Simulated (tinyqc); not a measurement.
Capillary instabilities by surface diffusion: grooving and agglomeration of films, edge retraction, wire break-up and smoothing of roughness: one step, computed by the program tinyqc.

Isotropic surface energy; shapes change by surface diffusion alone.

Question. Break-up of a free wire. A wire with r + A cos(k z) has dA/dt = (B/r^4) (kr)^2 [1 - (kr)^2] A: unstable for wavelengths above 2 pi r, fastest at kr = 1/sqrt 2 with the rate B/(4 r^4); break-up time about (4 r^4/B) ln(r/A0); each wavelength makes a sphere of radius (3 r^2 lambda_m/4)^(1/3).

Inputs (values chosen for the exercise, of the order of those of a nickel silicide film): temperature T = 762 K; time t = 4400 s; wire radius r = 4.2 nm; initial ripple over radius = 0.05.

B = 15.00810 nm^4/s

Give: fastest wavelength; break-up time; radius of the spheres; t over the break-up time.

Answer.

fastest wavelength = 37.32 nm

break-up time = 248.4 s

radius of the spheres = 7.904 nm

t over the break-up time = 17.71

The wire breaks up within t. Caution: faceting can stabilise wires along low-index directions.
